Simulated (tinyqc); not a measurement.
Raising D: domain walls in a thin film with perpendicular anisotropy: Bloch, Neel and chiral walls, motion and stripe domains. Computed by tinyqc, a small Python program. Command: `OMP_NUM_THREADS=1 python tinyqc.py 3017975 3017976 out.jsonl mwall walk`. One thread of a shared host (Intel(R) Xeon(R) Processor @ 2.30GHz), about 0.01 s of CPU time with the checks.

One-dimensional wall: polar angle theta(x), azimuth phi of the moment in the wall (phi = 0 Neel, 90 degrees Bloch). mu_0 = 1.25663706212e-6 T m/A, gamma = 1.76085963023e11 rad/(s T).

Inputs (values chosen for the exercise, for a model film):
```
quantity                      value    unit
saturation magnetisation M_s   1100    kA/m
exchange stiffness A            9.5    pJ/m
uniaxial anisotropy K_u        1300  kJ/m^3
DMI constant D                 0.84  mJ/m^2
thickness t                     1.8      nm
```

Method. K_eff = K_u - mu_0 M_s^2/2; Delta = sqrt(A/K_eff); sigma_0 = 4 sqrt(A K_eff); profile theta = 2 arctan exp(x/Delta); quality factor Q = 2 K_u/(mu_0 M_s^2). sigma(phi) = sigma_0 + 2 Delta K_D cos^2(phi) - pi D cos(phi), with the wall shape anisotropy K_D = N_x mu_0 M_s^2/2, N_x = t ln 2/(pi Delta). The minimum has cos(phi) = D/D_N for D < D_N = 4 Delta K_D/pi and phi = 0 beyond; sigma turns negative at D_c = (sigma_0 + 2 Delta K_D)/pi.

D_N = 0.384435 mJ/m^2

D_c = 3.07533 mJ/m^2

width parameter Delta = 4.19538 nm

sigma_0 = 9.05757 mJ/m^2

Wall against D; the last column is the Kaplan-Gehring width, log10[0.955 t exp(pi sigma/(mu_0 M_s^2 t))/nm], with a dash where it falls below 10 Delta and the formula fails:
```
D (mJ/m^2)  phi (degrees)  sigma (mJ/m^2)  sigma/sigma_0  log10 domain width
0.077              78.446          9.0333        0.99733              4.7384
0.190              60.381          8.9101        0.98371              4.6770
0.310              36.257          8.6649        0.95665              4.5547
0.620               0.000          7.7137        0.85162              4.0805
1.200               0.000          5.8915        0.65045              3.1722
1.800               0.000          4.0066        0.44235              2.2326
2.500               0.000          1.8075        0.19955                   -
2.800               0.000          0.8650        0.09550                   -
```

D_N is 13 % of D_c, so a small D fixes the chirality long before it lowers the energy much. Beyond D_N sigma falls by pi per unit of D, and the domain width, which has sigma in an exponent, drops by 2.5 decades over the valid rows (values above 6 mean a single domain in any device).

Extremes, crossings and ranges named in words are read from the listed rows.
